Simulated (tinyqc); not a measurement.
# Worked calculation: surface potential of a MOS transistor: implicit equation and explicit approximations

tinyqc, about 0.01 s, one thread, Intel Xeon 2.30GHz (shared host): `OMP_NUM_THREADS=1 python tinyqc.py 2122080 2122081 out.jsonl` Printed values are rounded.

p-type body, charge-sheet picture, depletion and inversion only, full ionisation (an idealisation for deep acceptors), Boltzmann statistics (rough once Na exp(x - xn) passes about Nc/7). In units of Vt: xg = (Vg - Vfb)/Vt, x = psi/Vt, G = gamma/sqrt(Vt), xn = (2 phiF + Vc)/Vt. The implicit equation is (xg - x)^2 = G^2 [x - 1 + exp(x - xn)] for x above about 3. Cox = eps0 eox/tox.

Inputs (values chosen for the exercise); band and dielectric values close to those of silicon: temperature T = 250 K; band gap Eg = 1.12 eV; relative permittivity eps_r = 11.9; conduction-band density of states at T Nc = 2.11e19 cm^-3; valence-band density of states at T Nv = 1.99e19 cm^-3; relative permittivity of the gate insulator (close to silicon dioxide) eox = 3.9; insulator thickness tox = 14 nm; acceptor density Na = 7.2e17 cm^-3; flat-band voltage Vfb = -0.51 V; channel-body voltage Vc = 0.2 V; gate-body voltage Vg = 3.13 V.

Constants: q = 1.602176634e-19 C, kB = 1.380649e-23 J/K, Vt = kB T/q, eps0 = 8.8541878128e-14 F/cm where lengths are in cm. Results are converted to the units shown.

Range of the model: The electron quasi-Fermi level lies less than 2 Vt below the band edge at the surface, or above it, where degeneracy and confinement, left out, matter.

## Scales

ni = sqrt(Nc Nv) exp(-Eg/(2 Vt)), Eg in volts; phiF = Vt ln(Na/ni); gamma = sqrt(2 q eps0 eps_r Na)/Cox; VT = Vfb + Vt (xn + G sqrt(xn - 1)).

phiF = 0.4878621 V
gamma = 1.998936 V^0.5
G = 13.61892
xn = 54.57485
VT = 2.813238 V
xg = 168.9618

## Explicit approximation

Depletion value a = 1 + [sqrt(G^2/4 + xg - 1) - G/2]^2; inversion value b = xn + ln[(xg - xn)^2/G^2 - xn + 1] and first guess y = min(a, b) - ln(1 + exp(-|a - b|)) if a > xn + 1, else b = y = a; one second-order correction with D = exp(y - xn), p = 2 (xg - y) + G^2 (1 + D), w = (xg - y)^2 - G^2 (y - 1 + D): z = y + 2 w/(p + sqrt(p^2 - 2 (2 - G^2 D) w)), or the Newton step z = y + w/p where the root is not real.

a = 62.31787
b = 57.40632
y = 57.39899
p = 3533.180
w = -1138.919
z = 57.00966

The root of the implicit equation is x = 57.0207; y misses it by 0.38 and z by -0.011, in units of Vt.

## Starting value

x = y rounded to two decimals.

x at the start = 57.4

## Iteration 1: new x

D = exp(x - xn), f = (xg - x)^2 - G^2 (x - 1 + D), f' = -2 (xg - x) - G^2 (1 + D), x(new) = x - f/f'.

D = 16.86339
f = -1142.487
f' = -3536.334
x after iteration 1 = 57.07693

## Iteration 2: new x

As before.

D = 12.20779
f = -146.8787
f' = -2673.483
x after iteration 2 = 57.02199

## Course of the iteration

Stop when the step is below 1e-11, or after 60 iterations.

Course of the iteration:
```
iteration,x before the step,step
1,57.4,-0.323
2,57.07693,-0.0549
3,57.02199,-1.31e-3
4,57.02068,-7.24e-7
5,57.02068,-2.20e-13
```

Converged in 5 iterations.

## Potential, charges and gate control

converged x = 57.02068

psi = Vt x; N_dep = Cox Vt G sqrt(x - 1)/q; N_inv = (Cox Vt G/q) [sqrt(x - 1 + exp(x - xn)) - sqrt(x - 1)]; dpsi/dVg = 1/[1 + G^2 (1 + exp(x - xn))/(2 (xg - x))].

psi = 1.228415 V
N_dep = 3.380684e12 cm^-2
N_inv = 3.3191e11 cm^-2
dpsi/dVg = 0.08780586

psi lies 2.4 Vt above 2 phiF + Vc.
